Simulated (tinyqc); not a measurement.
Trap density from two Hall measurements.

Inverse problem. p-type body, charge-sheet picture, full ionisation (an idealisation for deep acceptors), Boltzmann statistics for free electrons. e = Ec - EF at the surface. psi = Eg - Vt ln(Nv/Na) - e; N_dep = sqrt(2 eps0 eps_r Na (psi - Vt)/q); n_f = sqrt(N_dep^2 + 2 eps0 eps_r Vt Nc exp(-e/Vt)/q) - N_dep; Vg = Vfb + psi + q (N_dep + n_t + n_f)/Cox, Cox = eps0 eox/tox. Find e and n_t at both points and the mean trap density between them.

Values chosen for this exercise; band and dielectric values close to those of 4H silicon carbide: temperature T = 300 K; band gap Eg = 3.21 eV; relative permittivity eps_r = 9.64; conduction-band density of states at T Nc = 1.73e19 cm^-3; valence-band density of states at T Nv = 2.53e19 cm^-3; relative permittivity of the insulator eox = 3.9; insulator thickness tox = 59 nm; acceptor density Na = 1.2e17 cm^-3; flat-band voltage without trapped charge Vfb = -2.34 V.

Constants: q = 1.602176634e-19 C, kB = 1.380649e-23 J/K, Vt = kB T/q, eps0 = 8.8541878128e-14 F/cm where lengths are in cm. Results are converted to the units shown.

Vg (V): 6.1211400  6.9363783
free sheet density from the Hall effect (cm^-2): 1.9426265e9  5.2616813e10

Answer. Each n_f fixes e; what the gate voltage holds beyond psi, N_dep and n_f is trapped; the difference quotient is the density, smeared over a few Vt.

e (eV): 0.167  0.0810
n_t (cm^-2): 1.09e11  2.97e11
mean trap density = 2.18e12 cm^-2 eV^-1

Computed by the program tinyqc: `OMP_NUM_THREADS=1 python tinyqc.py 2222178 2222179 out.jsonl`, one thread of a shared Intel Xeon 2.30GHz, about 0.02 s for the whole run.
